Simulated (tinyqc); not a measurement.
# Gate work function from the charge

Problem. For an undoped double gate, Q = 8 eps0 eps_r Vt beta tan(beta)/ts with 0 < beta < pi/2, and at the source (Vg - dphi)/(2 Vt) - ln[(2/ts) sqrt(2 eps0 eps_r Vt/(q ni))] = ln(beta) - ln(cos beta) + 2 r beta tan(beta), r = eps_r tox/(eox ts). Find beta and dphi.

Values chosen for this exercise; material values close to those of silicon: temperature T = 300 K; relative permittivity of the semiconductor eps_r = 11.7; relative permittivity of the gate insulator eox = 24.2; insulator thickness tox = 10 nm; body thickness ts = 15 nm; gate voltage Vg = 0.52 V.

Constants: q = 1.602176634e-19 C, kB = 1.380649e-23 J/K, Vt = kB T/q, eps0 = 8.8541878128e-14 F/cm where lengths are in cm. Results are converted to the units shown.

Qs = 9.5571581 nC/cm^2
ni = 1.2717360e10 cm^-3

Answer. beta tan(beta) rises from 0 without bound on the interval, so the charge fixes beta; the second relation is then explicit in dphi.

beta = 0.256
dphi = 0.130 V

Program tinyqc, `OMP_NUM_THREADS=1 python tinyqc.py 2440049 2440050 out.jsonl`; Intel Xeon 2.30GHz, shared host, one thread, about 0.01 s.
